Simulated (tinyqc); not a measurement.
Wafer bonding and layer transfer: bond energy, gap closing, particles, bonding of dissimilar wafers and hydrogen blisters: one step, computed by the program tinyqc.

gamma is the energy per area of each of the two surfaces; plates are isotropic.

Question. Bond energy from the blade test. Two cantilevers opened by t_b: gamma = 3 t_b^2 E1 t1^3 E2 t2^3/(16 L^4 (E1 t1^3 + E2 t2^3)).

Inputs (values chosen for the exercise, with wafer 1 close to silicon):
```
quantity,value,unit
Young's modulus E1,139,GPa
Young's modulus E2,84.4,GPa
thickness t1,625,micrometre
thickness t2,500,micrometre
blade thickness t_b,230,micrometre
crack length L,15,mm
```

Pair: two different wafers.

Give: bond energy gamma.

Answer.

bond energy gamma = 1.577 J/m^2

An error of 5 % in L changes gamma by about 20 %. This nears the fracture energy of the bulk.
